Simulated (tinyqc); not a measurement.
Displacements against temperature: thermal displacements in the Debye model: Debye-Waller factors, bond-length spread and the Lindemann rule. Computed by tinyqc, a small Python program. Command: `OMP_NUM_THREADS=1 python tinyqc.py 3004347 3004348 out.jsonl debyewaller walk`. One thread of a shared host (Intel(R) Xeon(R) Processor @ 2.30GHz), about 0.01 s of CPU time with the checks.

A Debye spectrum with three branches of one velocity, cut at k_B Theta; 4 atoms per cube, nearest neighbours at d = 0.707107 a.

Inputs (values chosen for the exercise, modelled on copper):
```
quantity                 value      unit
atomic mass M            63.55         u
Debye temperature Theta    311         K
lattice constant a       3.615  angstrom
temperature T              750         K
Lindemann ratio x_L       0.11         -
```

Structure: fcc.

reflection (h k l): 1  1  1

Constants: hbar^2/u = 4.18015928e-03 eV angstrom^2; k_B = 8.617333262e-05 eV/K.

Method:
- <u_x^2> = (3 hbar^2/(2 M k_B Theta)) int_0^1 s coth(s Theta/(2T)) ds (64 Gauss-Legendre points); it tends to 3 hbar^2/(4 M k_B Theta) at T = 0 and to 3 hbar^2 T/(M k_B Theta^2) at high T.
- B = 8 pi^2 <u_x^2>.
- G = 2 pi sqrt(h^2 + k^2 + l^2)/a; the intensity is multiplied by exp(-2W), 2W = G^2 <u_x^2>; the loss goes into thermal diffuse scattering.
- Correlated Debye model: sigma^2 = (3 hbar^2/(M k_B Theta)) int_0^1 s coth(s Theta/(2T)) [1 - sin(s q_D R)/(s q_D R)] ds for two atoms at distance R, q_D = (6 pi^2 n)^(1/3), n atoms per volume; uncorrelated motion would give 2 <u_x^2>.
- The correlation is 1 - sigma^2/(2 <u_x^2>); exp(-2W) uses 2W = G^2 <u_x^2>.

|G| = 3.01046 1/angstrom

Displacements (angstrom^2):
```
T (K)    <u_x^2>   classical  sigma^2 at d  sigma^2 at 2d  exp(-2W)
9.3    0.0018516  2.2019e-04     0.0031699      0.0035112   0.98336
31     0.0019611  7.3395e-04     0.0031951      0.0035814   0.98238
62     0.0023105   0.0014679     0.0034276      0.0040184   0.97928
110    0.0031418   0.0026043     0.0042542      0.0052674   0.97193
170    0.0043872   0.0040249     0.0056655      0.0072326   0.96102
250    0.0061696   0.0059190     0.0077803       0.010090   0.94562
370    0.0089308   0.0087601      0.011123       0.014546   0.92225
560     0.013372    0.013258      0.016550       0.021735   0.88587
680     0.016193    0.016100      0.020009       0.026307   0.86351
```

What does the comparison show, and why?

The classical line is within 5 % from T = 250 K (T/Theta = 0.80) on. The correlation of nearest neighbours grows from 0.14 to 0.38, since thermal motion weights long waves, which move neighbours together, more than zero-point motion does; at 2d it ends at 0.19. The reflection keeps 98 % of its intensity at the lowest T and 86 % at the highest. Caution: the displacement is near or above the Lindemann value, where anharmonic terms matter.

Extremes, crossings and ranges named in words are read from the listed rows.
